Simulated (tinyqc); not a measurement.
A chain with a side-coupled site and dephasing by Buettiker voltage probes: one step of the calculation.

Sites 1 to 3 form a chain with hopping -t, and site 4 hangs on site 2 by -ts. Lead L joins site 1 and lead R site 3, both semi-infinite chains with hopping -t and site energy 0. Every site carries a probe with self-energy -i Gamma_p/2 that draws no net current. Linear response at zero temperature: mu_L = 1, mu_R = 0 in units of the bias.

Problem. Probe potentials and effective transmission. No current into probe p: W mu = T_pL with W_pp = T_pL + T_pR + sum_q T_pq and W_pq = -T_pq. Then T_eff = T_RL + sum_p T_pR mu_p, and the resistance is (h/2q^2)/T_eff.

Constants: q = 1.602176634e-19 C, h = 6.62607015e-34 J s. Results are converted to the units shown.

T_RL = 0.13395333

```
probe        T_pL        T_pR
1      0.29502496  0.02144567
2      0.02885309  0.02885309
3      0.02144567  0.29502496
4      0.39233443  0.39233443
```

T_pq:
```
             1            2            3            4
1  0.000000000  0.004619325  0.003433411  0.062811994
2  0.004619325  0.000000000  0.004619325  0.084507504
3  0.003433411  0.004619325  0.000000000  0.062811994
4  0.062811994  0.084507504  0.062811994  0.000000000
```

Find: W; mu_p; T_eff; resistance.

Solution.

W:
```
          1         2         3         4
1   0.38734  -0.00462  -0.00343  -0.06281
2  -0.00462   0.15145  -0.00462  -0.08451
3  -0.00343  -0.00462   0.38734  -0.06281
4  -0.06281  -0.08451  -0.06281   0.99480
```

mu_p, probe 1 to 4: [0.85005, 0.50000, 0.14995, 0.50000]
T_eff = 0.40702
resistance = 31.710 kohm

Program tinyqc, `OMP_NUM_THREADS=1 python tinyqc.py 2700011 2700012 out.jsonl`; Intel Xeon 2.30GHz, shared host, one thread, about 0.01 s.
